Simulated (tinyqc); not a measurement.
Single-oscillator infrared dielectric function of a polar cubic crystal: one step, computed by the program tinyqc. Command: `OMP_NUM_THREADS=1 python tinyqc.py 3028333 3028334 out.jsonl infrared walk`. One thread of a shared host (Intel(R) Xeon(R) Processor @ 2.30GHz), about 0.01 s of CPU time with the checks.

One ion pair, charges +Z* and -Z*, in a cell of volume Omega = a^3/4. Frequencies omega are given as wavenumbers (1/cm); eps_s is the static dielectric constant.

Task: LO frequency and static constant from the Born charge. mu = M_A M_B/(M_A + M_B); ionic plasma term W^2 = 4 pi Z*^2 (e^2/(4 pi eps_0))/(Omega mu) in eV/(angstrom^2 u), turned into 1/cm by W = 15.6333042 x 33.35640952 x sqrt(W^2); omega_LO^2 = omega_TO^2 + W^2/eps_inf; eps_s = eps_inf + W^2/omega_TO^2; Szigeti charge 3 Z*/(eps_inf + 2); longitudinal (Callen) charge Z*/eps_inf.

Inputs (values chosen for the exercise, modelled on sodium chloride):
```
quantity            value      unit
lattice constant a   5.64  angstrom
mass M_A            22.99         u
mass M_B            35.45         u
omega_TO              164      1/cm
Born charge Z*       1.11         e
eps_inf              2.25         -
```

Structure: rock salt. Free carriers: absent.

Constants: nu for 1 eV/(angstrom^2 u) = 15.6333042 THz; 1 THz = 33.35640952 1/cm; e^2/(4 pi eps_0) = 14.39964548 eV angstrom.

Give: reduced mass mu; W; omega_LO; eps_s; Szigeti charge; Callen charge.

Result:

reduced mass mu = 13.946 u

W = 311.33 1/cm

omega_LO = 264.53 1/cm

eps_s = 5.8538

Szigeti charge = 0.78353 e

Callen charge = 0.49333 e

omega_LO/omega_TO = 1.613; the ions supply 62 % of eps_s, as in a strongly ionic or soft-mode crystal.
